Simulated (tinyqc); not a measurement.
Inside a calculation. Model: dopants and charged point defects at anneal temperature: Fermi-level effect, clustering and pairing. Computed by tinyqc, a small Python program that keeps every step. Command: `OMP_NUM_THREADS=1 python tinyqc.py 3008398 3008399 out.jsonl pairing walk`. One thread of a shared host (Intel(R) Xeon(R) Processor @ 2.30GHz), about 0.01 s of CPU time with the checks. Intermediate numbers are printed to about 7 digits and carried at full precision; extremes and crossings named in words are read from the listed rows.

Boltzmann statistics and full ionisation of active dopants. Energies are counted from the valence band; the defect (a vacancy or self-interstitial) has five charge states, with all degeneracy factors one.

Inputs (values chosen for the exercise, with bands modelled on 4H-SiC):
```
quantity                                         value    unit
gap at 0 K E_g0                                   3.21      eV
Varshni alpha                                 0.000338    eV/K
Varshni beta                                       709       K
electron mass m_e                                0.383     m_0
valleys M_c                                          3       -
hole mass m_h                                     2.03     m_0
anneal temperature T                              1350       K
total dopant density N                           1e+19   cm^-3
formation enthalpy of the neutral defect H_f      3.93      eV
formation entropy S_f                              8.5     k_B
site density N_s                               2.8e+22   cm^-3
intrinsic dopant diffusivity D_i               5.7e-16  cm^2/s
anneal time t                                      500       s
pair binding energy E_b                           0.63      eV
pair configurations Z                                6       -
storage temperature T_2                            360       K
impurity diffusion prefactor D_0                0.0047  cm^2/s
impurity migration energy E_m                     0.54      eV
dielectric constant eps                           9.49       -
active dopant density in the stored part N_2   2.3e+14   cm^-3
```

Dopant: donor. Second part: pairing with a mobile impurity.

defect levels as fractions of E_g(T): (2+/+), (+/0), (0/-), (-/2-): 0.19  0.28  0.47  0.87

Constants: m_0 = 9.1093837015e-31 kg; k_B = 1.380649e-23 J/K; h = 6.62607015e-34 J s; k_B = 8.617333262e-05 eV/K; e^2/(4 pi eps_0) = 14.39964548 eV angstrom.

## The host at the anneal temperature

E_g = E_g0 - alpha T^2/(T + beta). N_c = 2 M_c (2 pi m_e k_B T/h^2)^(3/2) and N_v = 2 (2 pi m_h k_B T/h^2)^(3/2), masses in units of m_0. n_i = sqrt(N_c N_v) exp(-E_g/2 k_B T); E_i = E_g/2 + (k_B T/2) ln(N_v/N_c).

E_g = 2.910823 eV

k_B T = 0.1163340 eV

n_i = 1.266704e+15 cm^-3

E_i = 1.537021 eV

effective density of states N_b of the majority band = 1.703375e+20 cm^-3

## Active dopant

No clustering: A = N.

active density A = 1.00e+19 cm^-3

## Carrier density and Fermi level

n = A/2 + sqrt(A^2/4 + n_i^2) for an active density A. chi = n/n_i (for acceptors n_i/p); E_F = E_i + k_B T ln chi; field enhancement h = 1 + A/sqrt(A^2 + 4 n_i^2).

n = 1.000000e+19 cm^-3

chi = 7894.507

E_F = 2.580993 eV

field enhancement h = 2.000000

The doping is 7890 n_i: extrinsic conditions.

## Charged defects

C_0 = N_s exp(S_f/k_B) exp(-H_f/k_B T). Ratios to the neutral state at E_F = E_i: r_+ = exp((E(+/0) - E_i)/k_B T), r_2+ = r_+ exp((E(2+/+) - E_i)/k_B T), r_- = exp((E_i - E(0/-))/k_B T), r_2- = r_- exp((E_i - E(-/2-))/k_B T); at other E_F state q scales as chi^(-q). The enhancement is sum r_q chi^(-q)/sum r_q. The charge on the defects is left out of neutrality.

neutral defects C_0 = 2.932965e+11 cm^-3

Charge states:
```
state       ratio r  intrinsic (cm^-3)  doped (cm^-3)
2+     4.279371e-07       1.255125e+05   2.013895e-03
+      2.016911e-03       5.915529e+08   7.493222e+04
0      1.000000e+00       2.932965e+11   2.932965e+11
-      4.272285e+00       1.253046e+12   9.892181e+15
2-     8.216414e-04       2.409845e+08   1.501894e+16
```

all defects, doped = 2.491141e+16 cm^-3

enhancement over intrinsic = 16101.22

mean charge = -1.602882 e

Doping leaves the neutral state alone and multiplies the total by 16100; the most common state is 2- (in intrinsic material -).

## Dopant diffusivity

If every charge state of the defect carries the dopant equally well, D = D_i x enhancement x h x (active share A/N, a rough stand-in that overstates the dA/dN which immobile clusters call for), D_i being an input held fixed when T or H_f is moved; diffusion length 2 sqrt(D t).

effective diffusivity D = 1.835539e-11 cm^2/s

D/D_i = 32202.44

diffusion length = 1916.006 nm

Caution: so large an enhancement assumes that highly charged defects carry the dopant as well as neutral ones; measured enhancements are far smaller.

## Against doping

chi = n/n_i; h = 1 + A/sqrt(A^2 + 4 n_i^2); the dopant diffusivity over its intrinsic value is D/D_i = enhancement x h x A/N, if every charge state carries the dopant equally well.

Trend at the anneal temperature:
```
N (cm^-3)  active A (cm^-3)           chi  defect enhancement  mean charge         D/D_i
3.80e+13           3.80e+13  1.015112e+00        1.012238e+00    -0.812137  1.027420e+00
2.00e+14           2.00e+14  1.082056e+00        1.066454e+00    -0.821752  1.150385e+00
1.00e+15           1.00e+15  1.469811e+00        1.380555e+00    -0.862553  1.887435e+00
5.30e+15           5.30e+15  4.410805e+00        3.764965e+00    -0.950408  7.161812e+00
2.80e+16           2.80e+16  2.214977e+01        1.820494e+01    -0.993783  3.633582e+01
1.40e+17           1.40e+17  1.105321e+02        9.161171e+01    -1.018703  1.832084e+02
7.40e+17           7.40e+17  5.841952e+02        5.264827e+02    -1.100607  1.052962e+03
3.90e+18           3.90e+18  3.078858e+03        3.970219e+03    -1.371842  7.940438e+03
2.00e+19           2.00e+19  1.578901e+04        5.161691e+04    -1.752256  1.032338e+05
```

Well below n_i = 1.27e15 cm^-3 chi and the enhancement are near 1. At any doping d ln(enhancement)/d ln chi equals minus the mean charge, which goes from -0.81 to -1.75 over the rows.

## Pairing in storage

An oppositely charged mobile impurity (density M) pairs with the dopant: pairs/free = Z (N_2/N_s) exp(E_b/k_B T_2) for M << N_2; capture radius R = e^2/(4 pi eps eps_0 k_B T_2); D_m = D_0 exp(-E_m/k_B T_2); association rate 4 pi R D_m N_2; dissociation rate = association rate/(pairs/free); tau = 1/(sum of both). Trapping slows long-range motion to D_m/(1 + pairs/free).

pairs/free = 32.53366

paired share = 0.9701792

capture radius R = 48.91141 angstrom

D_m = 1.295480e-10 cm^2/s

pairing time constant = 5.297531 s

effective diffusivity of the impurity = 3.863222e-12 cm^2/s

## Pairing against temperature

The formulas are those given above.

Equilibrium and kinetics:
```
T (K)  paired share  time constant (s)  D_m (cm^2/s)  effective D (cm^2/s)
270       0.9999647       1.355678e+03  3.913285e-13          1.381410e-17
300       0.9994709       1.478236e+02  3.985631e-12          2.108687e-15
340       0.9907776       1.422527e+01  4.653120e-11          4.291280e-13
380       0.9178463       2.116388e+00  3.238231e-10          2.660327e-11
430       0.5439703       2.086023e-01  2.203302e-09          1.004771e-09
480       0.1687235       1.582774e-02  1.005420e-08          8.357818e-09
550       0.0283827       5.791798e-04  5.296049e-08          5.145733e-08
650       0.0037652       1.573434e-05  3.056365e-07          3.044857e-07
```

Half the impurity is paired at T = E_b/(k_B ln(N_s/(Z N_2))) = 435 K. The time constant at 300 K is 150 s. Below 435 K pairs win, and the effective diffusivity has the activation energy E_m + E_b = 1.17 eV; above it the impurity is free and moves with E_m = 0.54 eV.

Checks made by the program: ratios against Boltzmann factors of formation energies at E_F (relative difference below 1e-10).
